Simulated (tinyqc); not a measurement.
Van der Pauw, Hall and four-point-probe measurements on a doped layer: correction factor against the shape of the sample.

A uniform p-type layer with sheet resistance Rs = 1/(q ns mu), point contacts, low field (mu B small).

Rs = 1/(q ns mu). For a rectangle with contacts at the corners, RA = (8 Rs/pi) sum_(k>=0) ln coth((2k + 1) pi a/(2 b)) with current along a short side b and voltage along the opposite one, RB the same with a and b exchanged. ar = a/b. F = Rs/[(pi/ln 2)(RA + RB)/2]; small-asymmetry estimate 1 - (ln 2/2) d^2 - ((ln 2)^2/4 - (ln 2)^3/12) d^4 with d = (RB - RA)/(RB + RA).

Inputs (values chosen for the exercise): sheet density of the layer ns = 4e12 cm^-2; drift mobility mu = 200 cm^2/(V s).

Constants: q = 1.602176634e-19 C. Results are converted to the units shown.

Result of one run:
```
RA (ohm),RB (ohm),RB/RA,F,estimate of F
196.5,6397,32.55,0.5221,0.6213
```

Which side ratio a/b of a rectangular sample with corner contacts ar gave this result: 1, 1.69, 2.71 or 3.4?

ar = 1.69.

The whole series:
```
ar,RA (ohm),RB (ohm),RB/RA,F,estimate of F
1,1721,1721,1.000,1.000,1.000
1.34,590.2,3858,6.536,0.7740,0.7861
1.69,196.5,6397,32.55,0.5221,0.6213
2.03,67.53,8986,133.1,0.3803,0.5767
2.37,23.21,1.162e4,500.6,0.2958,0.5653
2.71,7.975,1.426e4,1788,0.2413,0.5623
3.06,2.656,1.699e4,6397,0.2026,0.5614
3.4,0.9126,1.964e4,2.152e4,0.1753,0.5612
```

RB/RA rises from 1.00 to 21500 and F falls from 1.00 to 0.175. The estimate is 19 % above F at a/b = 1.69 and 3.20 times it in the last row. RA shrinks about as exp(-pi a/b): by a factor of 2.91 between the last two rows, against 2.91.

tinyqc, about 0.04 s, one thread, Intel Xeon 2.30GHz (shared host): `OMP_NUM_THREADS=1 python tinyqc.py 2850228 2850229 out.jsonl`
